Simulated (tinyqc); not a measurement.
# Worked calculation: input admittance of a MOSFET at zero drain bias: distributed channel and distributed gate

Computed by the program tinyqc: `OMP_NUM_THREADS=1 python tinyqc.py 2262120 2262121 out.jsonl`, one thread of a shared Intel Xeon 2.30GHz, about 0.01 s for the whole run. Printed values are rounded.

Source and drain grounded, strong inversion, w = 2 pi f, Cox = eps0 eox/tox. The channel is an RC line of resistance 1/(mu Cox Vo) per square fed from both ends, so one finger has the intrinsic admittance y = i w Cox L tanh(g)/g per width, g = (1/2) sqrt(i w tau), tau = L^2/(mu Vo). The vertical resistance rv/L is in series with y, the overlaps 2 i w Cov in parallel: y_t = 1/(1/y + rv/L) + 2 i w Cov. The gate strip is a line of Rsh/L per length loaded by y_t, so a finger has Y = y_t Wf tanh(k)/k, k = (Wf/sd) sqrt(y_t Rsh/L); the device has Nf Y.

Inputs (values chosen for the exercise); values of the order met in silicon radio-frequency transistors: relative permittivity of the gate insulator (close to silicon dioxide) eox = 3.9; insulator thickness tox = 6.9 nm; channel length L = 1.4 um; finger width Wf = 12 um; number of fingers Nf = 32; channel mobility mu = 370 cm^2/(V s); gate overdrive Vo = 0.29 V; sheet resistance of the gate Rsh = 27 ohm/square; vertical resistivity of the gate stack rv = 5.4 ohm um^2; number of ends at which a finger is contacted sd = 2; overlap and fringe capacitance on each side Cov = 0.16 fF/um; frequency f = 2.6 GHz.

Constants: eps0 = 8.8541878128e-14 F/cm where lengths are in cm. Results are converted to the units shown.

## Low-frequency resistances and capacitance

Low-frequency limits, with c = Cox L and ct = c + 2 Cov: R_strip = Rsh Wf/(3 sd^2 L Nf), R_ch = (c/ct)^2 L/(12 mu Cox Vo Wf Nf), R_vert = (c/ct)^2 rv/(L Wf Nf), C = ct Wf Nf.

parts (ohm): strip 0.6026786, channel 5.174400, vertical 0.009186348
sum = 5.786265 ohm
C = 2813.321 fF
1/(2 pi R C) = 9.776930 GHz

The channel term is the largest, 89.4 % of the sum.

## Admittance of the channel and stack per width

tau, g, c = Cox L, y and y_t as defined.

tau = 182.6654 ps
g = 0.6107448+0.6107448i
c = 7.006357 fF/um
y = 26.1127+106.6748i uS/um
y_t = 26.1539+111.8809i uS/um

w tau = 2.98, and Im y is 0.932 of w c.

## Input impedance of the device

k and Y as defined; Z = 1/(Nf Y) = R + 1/(i w C); Q = |Im Z|/R; signal at the point farthest from a contact |1/cosh k|.

k = 0.2212801+0.1755181i
Nf Y = 11.07021+42.41426i mS
R = 5.761179 ohm
C = 2773.190 fF
Q = 3.831386
signal at the far point = 0.9904983

R is 0.43 % below its low-frequency limit and C is 1.4 % below its own.
